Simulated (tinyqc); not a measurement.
Single-photon avalanche diode, trigger probability and counting: two steps of the calculation.

A multiplication layer of width W with the uniform field V/W; alpha = an exp(-bn/E) for electrons, beta = ap exp(-bp/E) for holes (local model, no dead space). a = alpha W, b = beta W. Electrons enter at x = 0, holes at x = W. P0 is the probability that an electron entering at 0 starts a lasting avalanche, PW the same for a hole entering at W.

Values chosen for this exercise; ionisation coefficients close to those of silicon: excess bias Vx = 12 V; probability that a photon makes a pair that enters the layer eta = 0.76; thermal generation rate in the layer Gd = 560 1/s; dead time td = 10 ns; diode capacitance Cd = 56 fF; quench resistance Rq = 100 kohm; trapping probability per avalanche carrier pa = 1.4e-8; trap release time tt = 5 ns; photon rate nph = 4.1e6 1/s.

Constants: q = 1.602176634e-19 C. Results are converted to the units shown.

Problem 1. Trigger probability by substitution. PW = 1 - (1 - P0)^(b/a); P0(new) = PW/(PW + (1 - PW) exp(b - a)).

P0 after iteration 1 = 0.96497858
a = 4.7435283
b = 1.3340733

Wanted: PW; P0 after iteration 2.

Solution 1.

PW = 0.6104
P0 after iteration 2 = 0.9793

Problem 2. Detection, dark counts, afterpulses and dead-time loss. Pm is the mean trigger probability of pairs made evenly in the layer. PDP = eta P0; dark counts Gd Pm; avalanche charge Cd Vx/q; afterpulse probability pa (Cd Vx/q) exp(-td/tt) Pm; true rate n = nph PDP + dark counts; measured n/(1 + n td) (non-paralysable) or n exp(-n td) (paralysable); recharge time Rq Cd.

P0 = 0.98593656
Pm = 0.89894626

Wanted: PDP; dark counts; avalanche charge; afterpulse probability; true rate; measured, non-paralysable; measured, paralysable; recharge time.

Solution 2.

PDP = 0.74931
dark counts = 503.41 1/s
avalanche charge = 4.1943e6 electrons
afterpulse probability = 0.71438 %
true rate = 3.0727e6 1/s
measured, non-paralysable = 2.9811e6 1/s
measured, paralysable = 2.9797e6 1/s
recharge time = 5.6000 ns

Dead time hides 3.0 % of the events in the first model and 3.0 % in the second.

Computed by the program tinyqc: `OMP_NUM_THREADS=1 python tinyqc.py 2630058 2630059 out.jsonl`, one thread of a shared Intel Xeon 2.30GHz, about 0.01 s for the whole run.
